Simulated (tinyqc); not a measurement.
Dopant redistribution at a moving silicon-oxide interface during parabolic oxidation: one step, computed by the program tinyqc.

Uniformly doped silicon is oxidised with x_ox = sqrt(B t); the interface advances into the silicon by alpha x_ox, alpha = 0.44. The dopant does not move in the oxide, and at the interface C(silicon) = m C(oxide).

Problem. Interface concentration. With the dopant diffusivity D and s = alpha x_ox/(2 sqrt(D t)), in the silicon C = C_B + (C_s - C_B) erfc(y/(2 sqrt(D t)))/erfc(s), y from the original surface. Dopant balance at the interface gives C_s/C_B = 1/[1 + (1/(m alpha) - 1) g], g = sqrt(pi) s exp(s^2) erfc(s).

Inputs (values chosen for the exercise, modelled on boron in silicon under steam):
```
quantity                                           value    unit
oxidation activation energy E_B                     0.79      eV
segregation coefficient m = C(silicon)/C(oxide)     0.21       -
bulk doping C_B                                  2.8e+15  1/cm^3
temperature T                                        950       C
```

s = 3.001074

Give: g; ratio C_s/C_B; C_s in the silicon; concentration in the oxide.

Solution.

g = 0.95184

ratio C_s/C_B = 0.096623

C_s in the silicon = 2.7054e+14 1/cm^3

concentration in the oxide = 1.2883e+15 1/cm^3

m alpha = 0.092: the oxide takes more dopant than the consumed silicon held, so the silicon is depleted. For a very fast interface the ratio would tend to m alpha. Caution: in this case the oxide is not much thicker than a typical Deal-Grove length A, so real growth is slower than parabolic. Caution: parabolic growth needs an oxide much thicker than the Deal-Grove length A, which fails for thin films and low temperatures; oxidation-enhanced or retarded diffusion is ignored.
